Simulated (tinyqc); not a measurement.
# MOSFET in the linear regime without short-channel effects, parameter extraction from computed curves: two studies

Inversion charge Q = Cox n Vt W0(exp((Vg - VT)/(n Vt))), W0 the Lambert function and n = nf; u = Q/Cox; mobility mu = mu0/(1 + th1 u + th2 u^2); channel resistance Rch = (L - dL)/(W mu Q); Id = Vd/(Rch + Rsd/W). Cox = eps0 eox/tox. Small Vd, no channel-length or drain effects.

Values chosen for this exercise; channel values of the order met in silicon transistors: temperature T = 77 K; relative permittivity of the gate insulator (close to aluminium oxide) eox = 9.05; insulator thickness tox = 12 nm; low-field mobility mu0 = 290 cm^2/(V s); first mobility attenuation factor th1 = 0.25 1/V; second mobility attenuation factor th2 = 0.03 1/V^2; threshold voltage VT = 0.3 V; body factor nf = 1.42; gate width W = 1 um; drawn gate length L = 0.29 um; drawn less effective length dL = 0.013 um; source plus drain resistance Rsd = 200 ohm um; drain voltage Vd = 0.025 V.

Constants: q = 1.602176634e-19 C, kB = 1.380649e-23 J/K, Vt = kB T/q, eps0 = 8.8541878128e-14 F/cm where lengths are in cm. Results are converted to the units shown.

Each table varies one quantity; the others keep the values above.

## Extraction methods against the drawn gate length

From the continuous curve Id(Vg): tangent at peak gm (V_ext = Vg - Id/gm); constant current Id = 0.1 uA W/L; peak of d2Id/dVg2; Y = Id/sqrt(gm) drawn through Vg = VT + 0.6 and VT + 0.8 V, with intercept VT_Y and slope s. Mobilities gm,max L/(W Cox Vd) and s^2 L/(W Cox Vd) with the drawn L. Last column: share of Rsd/W in the total resistance at VT + 0.8 V.

Extraction methods against the drawn gate length:
```
L (um),V_ext (V),constant current (V),second derivative (V),VT_Y (V),mobility from gm (cm^2/(V s)),mobility from Y (cm^2/(V s)),series share (%)
0.03,0.299,0.314,0.297,0.334,342,518,58.9
0.062,0.304,0.322,0.297,0.334,281,371,33.2
0.13,0.307,0.325,0.298,0.334,263,326,17.2
0.27,0.308,0.327,0.298,0.334,257,308,8.65
0.56,0.309,0.328,0.298,0.334,255,300,4.26
1.2,0.310,0.328,0.298,0.334,254,297,2.01
2.4,0.310,0.328,0.298,0.334,254,295,1.01
5,0.310,0.328,0.298,0.334,253,294,0.486
```

Read the table: what changes, and by how much?

The model has VT = 0.3 V and mu0 = 290 cm^2/(V s). Over the table the extracted thresholds move by 11 mV (tangent), 14 mV (constant current), 1.0 mV (second derivative), under 0.5 mV (Y function). The mobility from gm falls from 342 to 253 and that from Y falls from 518 to 294 cm^2/(V s).

## Extraction methods against the source plus drain resistance

Same model as above.

Result of one run:
```
Rsd (ohm um),V_ext (V),constant current (V),second derivative (V),VT_Y (V),mobility from gm (cm^2/(V s)),mobility from Y (cm^2/(V s)),series share (%)
100,0.309,0.327,0.298,0.334,261,307,4.21
```

What becomes of these results when the source plus drain resistance Rsd is changed from 100 to 1500 ohm um, all else the same?

Result of the changed run:
```
Rsd (ohm um),V_ext (V),constant current (V),second derivative (V),VT_Y (V),mobility from gm (cm^2/(V s)),mobility from Y (cm^2/(V s)),series share (%)
1500,0.303,0.327,0.297,0.334,226,307,39.7
```

The whole series:
```
Rsd (ohm um),V_ext (V),constant current (V),second derivative (V),VT_Y (V),mobility from gm (cm^2/(V s)),mobility from Y (cm^2/(V s)),series share (%)
0,0.311,0.327,0.298,0.334,265,307,0
50,0.310,0.327,0.298,0.334,263,307,2.15
100,0.309,0.327,0.298,0.334,261,307,4.21
200,0.309,0.327,0.298,0.334,257,307,8.08
400,0.307,0.327,0.298,0.334,250,307,14.9
800,0.305,0.327,0.297,0.334,240,307,26.0
1500,0.303,0.327,0.297,0.334,226,307,39.7
```

The model has VT = 0.3 V and mu0 = 290 cm^2/(V s). Over the table the extracted thresholds move by 8.0 mV (tangent), 0.62 mV (constant current), 0.50 mV (second derivative), under 0.5 mV (Y function). The mobility from gm falls from 265 to 226 and that from Y stays near 307 cm^2/(V s). Y cancels the series resistance, which multiplies Id and sqrt(gm) by the same factor.

Numbers from tinyqc (`OMP_NUM_THREADS=1 python tinyqc.py 2210098 2210099 out.jsonl`; about 0.01 s on one thread of a shared Intel Xeon 2.30GHz).
